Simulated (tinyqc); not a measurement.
# Conduction-band offset of an n-N heterojunction from carrier-profile moments: what changes with what

Layer 1 (x < 0) accumulates electrons and layer 2 (x > 0) is depleted. Boltzmann statistics. The bands bend down by V1 in layer 1 and up by V2 in layer 2, with V1 + V2 = VD = dE + Vt ln[(N2/Nc2)/(N1/Nc1)].

Inputs (values chosen for the exercise); values of the order of III-V alloys:
```
symbol   value   unit                                      meaning
T          200      K                                  temperature
eps_r     12.3                relative permittivity of both layers
Nc1       7e17  cm^-3  density of states of the narrow-gap layer 1
Nc2     1.2e18  cm^-3    density of states of the wide-gap layer 2
N1      1.4e16  cm^-3                     donor density in layer 1
N2      4.2e16  cm^-3                     donor density in layer 2
si           0  cm^-2                fixed charge at the interface
```

Constants: q = 1.602176634e-19 C, kB = 1.380649e-23 J/K, Vt = kB T/q, eps0 = 8.8541878128e-14 F/cm where lengths are in cm. Results are converted to the units shown.

Each table varies one quantity; the others keep the values above.

## Effect of the offset

Sheet densities from the first integral: Q1 = sqrt((2 eps0 eps_r Vt N1/q)(exp(u1) - u1 - 1)) extra electrons, Q2 = sqrt((2 eps0 eps_r Vt N2/q)(exp(-u2) + u2 - 1)) missing ones, u = V/Vt; neutrality Q1 = Q2 + si.

Effect of the offset:
```
dE (eV)   VD (V)   V1 (V)  Q1 (cm^-2)  n(0-)/Nc1
0.06     0.06964  0.03272    1.113e11     0.1336
0.12      0.1296  0.04685    1.937e11     0.3031
0.19      0.1996  0.05630    2.683e11     0.5244
0.25      0.2596  0.06177    3.212e11     0.7205
0.31      0.3196  0.06598    3.674e11     0.9197
0.37      0.3796  0.06939    4.090e11      1.121
0.44      0.4496  0.07268    4.532e11      1.357
0.5       0.5096  0.07509    4.881e11      1.560
```

Q1 rises from 1.11e11 to 4.88e11 cm^-2, as VD^(0.59) between the last two rows. Layer 1 takes 47.0 % of VD in the first row and 14.7 % in the last: accumulation charge grows exponentially with V1, so most of a large offset falls across the depleted side. For dE = 0.19, 0.25, 0.31, 0.37, 0.44, 0.5 n(0-) nears or passes Nc1, where degeneracy and quantisation lower Q1.

## An error in the interface position

A C-V profile smears n(x) but keeps its zeroth and first moments: si = -int (N - n) dx, VD = (q/(eps0 eps_r)) int (N - n) x dx, dE = VD - Vt ln[(N2/Nc2)/(N1/Nc1)]. With the step of N placed at xi and the moment taken about xi, VD changes by (q/(eps0 eps_r)) [si xi + (N2 - N1) xi^2/2] and si by (N2 - N1) xi.

An error in the interface position:
```
xi (nm)  error of si (cm^-2)  error of dE (meV)
-30                -8.400e10              18.54
-22.5              -6.300e10              10.43
-15                -4.200e10              4.634
-7.5               -2.100e10              1.159
0                          0                  0
7.5                 2.100e10              1.159
15                  4.200e10              4.634
22.5                6.300e10              10.43
30                  8.400e10              18.54
```

Among the rows the error of dE lies between 0 and 18.5 meV, quadratic in xi, since without interface charge the first-order term vanishes; the error of si is linear, 2.80e9 cm^-2 a nanometre.

Program tinyqc, `OMP_NUM_THREADS=1 python tinyqc.py 2410026 2410027 out.jsonl`; Intel Xeon 2.30GHz, shared host, one thread, about 0.08 s.
